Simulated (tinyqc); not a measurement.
Ionisation ratio from the excess noise.

Question. In the local model of an avalanche photodiode F = k M + (1 - k)(2 - 1/M), k the ratio of the ionisation coefficient of the other carrier to that of the injected one. Find k and F at twice the gain.

M = 37
excess noise factor F = 3.5491892

Solution. F is linear in k: k = (F - 2 + 1/M)/(M - 2 + 1/M).

k = 0.04500
F at 2 M = 5.227

tinyqc, about 0.08 s, one thread, Intel Xeon 2.30GHz (shared host): `OMP_NUM_THREADS=1 python tinyqc.py 2120056 2120057 out.jsonl`
